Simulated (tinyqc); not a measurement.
Avalanche multiplication and breakdown of a junction from ionisation integrals: one step, computed by the program tinyqc. Command: `OMP_NUM_THREADS=1 python tinyqc.py 3010027 3010028 out.jsonl impact walk`. One thread of a shared host (Intel(R) Xeon(R) Processor @ 2.30GHz), about 0.01 s of CPU time with the checks.

Ionisation coefficients follow the local field. Position x runs through the depletion layer from the p side (x = 0), where electrons enter, to the n side (x = w), where holes enter. The built-in voltage is neglected.

Task: Multiplication and noise. M_n = 1/(1 - I_n), M_p = M_n exp(-Phi(w)); McIntyre excess noise for the carrier with the larger M, F_x = k M + (1 - k)(2 - 1/M), with k = (smaller M - 1)/(larger M - 1).

Junction: punch-through p+ n- n+.

Every 50th point:
```
x (micrometre)  F (MV/cm)  alpha_n (1/cm)  alpha_p (1/cm)         Phi  I_n up to x
0.000           0.2067687    7.256951e+03    1.976166e+04   0.0000000    0.0000000
0.225           0.1871751    3.277616e+03    1.038935e+04  -0.2173432    0.1269510
0.450           0.1675815    1.229253e+03    4.699558e+03  -0.3332280    0.1898264
0.675           0.1479879    3.555835e+02    1.723033e+03  -0.3851001    0.2130693
0.900           0.1283942    7.044092e+01    4.650829e+02  -0.4032601    0.2191624
1.125           0.1088006    7.788671e+00    7.832728e+01  -0.4077002    0.2201776
1.350           0.0892070    3.273306e-01    6.031944e+00  -0.4083267    0.2202647
1.575           0.0696133    2.310219e-03    1.097000e-01  -0.4083629    0.2202673
1.800           0.0500197    3.364236e-07    8.641321e-05  -0.4083633    0.2202673
```

Give: M_n; M_p; effective k; excess noise factor.

Result:

M_n = 1.282

M_p = 1.929

effective k = 0.3040

excess noise factor = 1.618

Injecting holes gives the larger gain and, at equal gain, the lower noise.
